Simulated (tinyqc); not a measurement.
Time-domain thermoreflectance: layered heat flow under a modulated pulse train, and what the signal ratio measures: one step, computed by the program tinyqc.

Pulses repeat at 80 MHz; heat is laid down at the surface, all layers are isotropic, and the film is in perfect contact with the substrate.

Problem. Length and time scales. Penetration depth sqrt(kappa/(pi f C)); effusivity sqrt(kappa C); cooling time of the metal d C_m/G; Kapitza length kappa/G.

Inputs (values chosen for the exercise, modelled on aluminium on germanium):

| quantity | value | unit |
|---|---|---|
| metal thickness d | 120 | nm |
| metal heat capacity | 2.42 | MJ/(m^3 K) |
| boundary conductance G under the metal | 49 | MW/(m^2 K) |
| substrate conductivity kappa | 61.8 | W/(m K) |
| substrate heat capacity C | 1.73 | MJ/(m^3 K) |
| modulation frequency f | 12 | MHz |
| spot radius w (1/e^2, pump and probe) | 5.6 | micrometre |

Stack: metal, film, substrate.

Give: penetration depth; effusivity; cooling time of the metal; Kapitza length; depth over spot radius.

Solution.

penetration depth = 0.9734 micrometre

effusivity = 10340 W s^(1/2)/(m^2 K)

cooling time of the metal = 5927 ps

Kapitza length = 1261 nm

depth over spot radius = 0.1738
